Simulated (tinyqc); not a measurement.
Kinetics of strain relaxation and threading dislocations in mismatched semiconductor layers: one step, computed by the program tinyqc. Command: `OMP_NUM_THREADS=1 python tinyqc.py 3012489 3012490 out.jsonl threading walk`. One thread of a shared host (Intel(R) Xeon(R) Processor @ 2.30GHz), about 0.01 s of CPU time with the checks.

60-degree dislocations on {111} planes of a (001) layer, isotropic elasticity. The Schmid factor is 1/sqrt(6), and a misfit segment relieves strain with b/2.

Question. Thick uniform layer and trapping in a trench. A separate case, a thick relaxed layer. Pair reactions during growth: d rho/dh = -K rho^2 with K = 2 r_A tan(psi) and threads inclined by psi = 45 degrees (the <110> lines of {111} planes), so rho = 1/(K H) for a layer that starts with far more threads than that, as highly mismatched layers do. In a trench along [110] a thread on {111} rises at 54.74 degrees across the width, and leaves through the wall below the height w tan(54.74 degrees) = sqrt(2) w; the share of threads, evenly spread over the floor, that reach the top is max(0, 1 - a/sqrt 2) for the aspect ratio a.

Inputs (values chosen for the exercise, modelled on Si(0.8)Ge(0.2) on Si):

| quantity | value | unit |
|---|---|---|
| misfit f | 0.00845 | - |
| reaction radius r_A | 34 | nm |
| final thickness of a thick uniform layer H | 6 | micrometre |
| aspect ratio of a trench | 1.6 | - |

Give: thread density at H; share that reaches the top.

Answer.

thread density at H = 2.451e+08 1/cm^2

share that reaches the top = 0

The trench traps all threads that cross it; those that run along it are not trapped. Thickness alone needs 1500 micrometre for 1e6 /cm^2. Caution: at this small misfit a layer may start with fewer threads than 1/(K H), which is then only an upper bound.
